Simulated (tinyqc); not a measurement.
# MOS inversion layer, Poisson-Schroedinger loop: effects of single changes

Electrons confined at an insulator interface at z = 0, treated as a hard wall; parabolic valleys, Hartree approximation, no image or exchange terms. The depletion charge lies far deeper than the electrons and gives a uniform field q Nd/(eps0 eps_r); the gate balances all charge. Energies are counted from the band edge at the interface.

Inputs (values chosen for the exercise); masses and permittivity close to those of silicon (100):
- T = 300 K (temperature)
- eps_r = 11.7 (relative permittivity)
- mz1 = 0.899 m0 (mass along z of valley set A (2 valley(s)))
- md1 = 0.188 m0 (in-plane density-of-states mass of set A)
- mz2 = 0.188 m0 (mass along z of valley set B (4 valley(s)))
- md2 = 0.416 m0 (in-plane density-of-states mass of set B)
- Ns = 5.1e12 cm^-2 (sheet density of electrons)
- Nd = 2.1e11 cm^-2 (sheet density of depletion charge)
- dE = 0 eV (extra shift of set B (strain))

Constants: q = 1.602176634e-19 C, kB = 1.380649e-23 J/K, hbar = 1.054571817e-34 J s, m0 = 9.1093837015e-31 kg, Vt = kB T/q, eps0 = 8.8541878128e-14 F/cm where lengths are in cm, hbar^2/(2 m0) = 0.0380998212 eV nm^2. Results are converted to the units shown.

Each table varies one quantity; the others keep the values above.

## Effect of the extra shift of set B (strain)

Schroedinger equation -(C/mz) psi'' + (V0 + U + dE for set B) psi = E psi, C = hbar^2/(2 m0), psi(0) = 0, on a uniform mesh of 800 nodes with a far wall at 28 nm, 8 levels a set; V0 = q Nd z/(eps0 eps_r); dU/dz = q (Ns - integral of n from 0 to z)/(eps0 eps_r), U(0) = 0; N_k = g md m0 q Vt/(pi hbar^2) ln(1 + exp((EF - E_k)/Vt)), g the number of valleys of the set, sum N_k = Ns. Triangular well: E_k = a_k (C F^2/mz)^(1/3), a_1 = 2.338107, a_2 = 4.087949, C = hbar^2/(2 m0), F in eV/nm. Fang-Howard (all electrons in the lowest level of set A): b^3 = 6 (mz1/C) q (Nd + 11 Ns/32)/(eps0 eps_r), centroid 3/b, level C b^2/(4 mz1) + (3/b) q (Nd + 11 Ns/16)/(eps0 eps_r). The centroid adds 3.9 z_av/eps_r to an oxide-equivalent thickness.

The same in every row: Fang-Howard centroid (nm) = 1.85.

Result of one run:
```
dE (eV),A1 (meV),B1 (meV),EF (meV),share of A1 (%),share of set A (%),centroid z_av (nm),added oxide equivalent (nm)
-0.02,141,184,132,42.5,48.9,3.03,1.01
```

What becomes of these results when the extra shift of set B (strain) dE is changed from -0.02 to 0.01 eV, all else the same?

Result of the changed run:
```
dE (eV),A1 (meV),B1 (meV),EF (meV),share of A1 (%),share of set A (%),centroid z_av (nm),added oxide equivalent (nm)
0.01,138,207,140,57.1,69.6,2.85,0.949
```

The whole series:
```
dE (eV),A1 (meV),B1 (meV),EF (meV),share of A1 (%),share of set A (%),centroid z_av (nm),added oxide equivalent (nm)
-0.05,143,162,119,26.4,29.1,3.21,1.07
-0.02,141,184,132,42.5,48.9,3.03,1.01
0.01,138,207,140,57.1,69.6,2.85,0.949
0.04,137,232,144,67.0,85.8,2.72,0.906
0.07,136,259,146,71.9,94.6,2.65,0.884
0.1,136,288,146,73.8,98.2,2.63,0.876
0.13,135,318,147,74.4,99.4,2.62,0.873
0.16,135,348,147,74.6,99.8,2.62,0.872
```

As dE goes from -0.05 to 0.16, A1 falls from 143 to 135 meV, the share of A1 rises from 26.4 to 74.6 % and the centroid falls from 3.21 to 2.62 nm. EF lies more than 2 meV above A1 for dE = 0.04, 0.07, 0.1, 0.13, 0.16. The Fang-Howard centroid is 42 % below the full one in the first row, where A1 holds 26.4 %, and 29 % below it in the last, where A1 holds 74.6 %. For dE = 0.07, 0.1, 0.13, 0.16 the eighth level of a set still holds over 0.4 % of the electrons, so more levels and a farther wall would raise the centroid.

## Effect of the sheet density of electrons

Schroedinger equation -(C/mz) psi'' + (V0 + U + dE for set B) psi = E psi, C = hbar^2/(2 m0), psi(0) = 0, on a uniform mesh of 800 nodes with a far wall at 70 nm, 8 levels a set; V0 = q Nd z/(eps0 eps_r); dU/dz = q (Ns - integral of n from 0 to z)/(eps0 eps_r), U(0) = 0; N_k = g md m0 q Vt/(pi hbar^2) ln(1 + exp((EF - E_k)/Vt)), g the number of valleys of the set, sum N_k = Ns.

Effect of the sheet density of electrons:
```
Ns (cm^-2),A1 (meV),B1 (meV),EF (meV),share of A1 (%),share of set A (%),centroid z_av (nm),added oxide equivalent (nm),Fang-Howard centroid (nm)
1e11,22.7,37.2,-123,14.4,36.1,8.47,2.82,3.70
2.1e11,27.4,44.2,-96.2,16.1,37.2,7.85,2.62,3.52
4.5e11,36.6,57.6,-62.1,19.6,39.5,6.87,2.29,3.23
9.7e11,53.1,81.4,-17.8,26.2,43.9,5.60,1.87,2.83
2.1e12,81.6,121,41.2,36.8,51.3,4.26,1.42,2.37
4.4e12,127,183,118,50.0,60.9,3.14,1.05,1.93
9.4e12,204,284,234,62.5,70.3,2.26,0.753,1.53
2e13,331,451,419,69.5,75.4,1.66,0.553,1.20
```

What does the table show?

As Ns goes from 1e11 to 2e13, A1 rises from 22.7 to 331 meV, the share of A1 rises from 14.4 to 69.5 % and the centroid falls from 8.47 to 1.66 nm. A1 goes as Ns^(0.64) between the last two rows (a triangular well in the field of that charge alone gives 2/3). EF lies more than 2 meV above A1 for Ns = 9.4e12, 2e13. The Fang-Howard centroid is 56 % below the full one in the first row, where A1 holds 14.4 %, and 28 % below it in the last, where A1 holds 69.5 %. For Ns = 1e11, 2.1e11, 4.5e11, 9.7e11 the eighth level of a set still holds over 0.4 % of the electrons, so more levels and a farther wall would raise the centroid.

Numbers from tinyqc (`OMP_NUM_THREADS=1 python tinyqc.py 2160095 2160096 out.jsonl`; about 1 s on one thread of a shared Intel Xeon 2.30GHz).
